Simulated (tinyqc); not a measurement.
Threshold of a short bulk MOSFET: charge sharing, barrier lowering, narrow width: two steps of the calculation.

n-channel device on a p-type body, depletion approximation, full ionisation. Uniform doping N = Na. Vbi from Boltzmann statistics is rough for the degenerate source. Cox = eps0 eox/tox.

Parameters, values chosen for the exercise; band and dielectric values close to those of silicon: temperature T = 300 K; band gap Eg = 1.14 eV; relative permittivity eps_r = 11.9; conduction-band density of states at T Nc = 2.84e19 cm^-3; valence-band density of states at T Nv = 2.61e19 cm^-3; relative permittivity of the gate insulator (close to hafnium oxide) eox = 21.7; insulator thickness tox = 13 nm; channel doping Na = 2.5e17 cm^-3; source and drain doping Nsd = 1e20 cm^-3; flat-band voltage for the doping Na Vfb = -0.86 V; junction depth xj = 12 nm; body-source voltage Vbs = -0.5 V; drain-source voltage Vds = 0.05 V; gate width W = 460 nm; shape factor of the fringing depletion at the width edges xw = 1.5708; channel length L = 190 nm.

Constants: q = 1.602176634e-19 C, kB = 1.380649e-23 J/K, Vt = kB T/q, eps0 = 8.8541878128e-14 F/cm where lengths are in cm. Results are converted to the units shown.

Task 1. Long-channel threshold and scales. ni = sqrt(Nc Nv) exp(-Eg/(2 Vt)), Eg in volts; 2 pB = 2 Vt ln(N/ni); flat band Vfb - Vt ln(N/Na); Wd = sqrt(2 eps0 eps_r (2 pB - Vbs)/(q N)); body term q N Wd/Cox; long-channel VT0 = flat band + 2 pB + body term; Vbi = Vt ln(N Nsd/ni^2); scale length l = sqrt((eps_r/eox) tox Wd).

Find: N; 2 pB; flat band; Wd; body term; VT0; Vbi; l.

Result 1.

N = 2.5000e17 cm^-3
2 pB = 0.89748 V
flat band = -0.86000 V
Wd = 85.745 nm
body term = 0.23238 V
VT0 = 0.26986 V
Vbi = 1.0524 V
l = 24.724 nm

Task 2. Short-channel and narrow-width shifts. Charge sharing (trapezoid; it ignores Vds): F = (xj/L)(sqrt(1 + 2 Wd/xj) - 1), lowering = body term times F. Barrier lowering: th = exp(-L/(2 l)) + 2 exp(-L/l), lowering = th [2 (Vbi - 2 pB) + Vds], DIBL = th. Narrow width: rise = body term times xw Wd/W. VT by each model = VT0 - lowering + rise.

2 pB = 0.89748463 V
Wd = 85.745466 nm
body term = 0.23237877 V
VT0 = 0.26986341 V
Vbi = 1.0523760 V
l = 24.724122 nm

Wanted: F; lowering by charge sharing; th; lowering of the barrier; DIBL; narrow-width rise; VT, charge sharing; VT, barrier lowering.

Result 2.

F = 0.1838
lowering by charge sharing = 42.71 mV
th = 0.02236
lowering of the barrier = 8.045 mV
DIBL = 22.36 mV/V
narrow-width rise = 68.04 mV
VT, charge sharing = 0.2952 V
VT, barrier lowering = 0.3299 V

L is 7.68 scale lengths. The charge-sharing lowering is 5.31 times the barrier lowering; the first falls off as 1/L and the second exponentially. Both describe the same loss of gate control, so they are alternatives and are not added.

Computed by the program tinyqc: `OMP_NUM_THREADS=1 python tinyqc.py 2002105 2002106 out.jsonl`, one thread of a shared Intel Xeon 2.30GHz, about 0.01 s for the whole run.
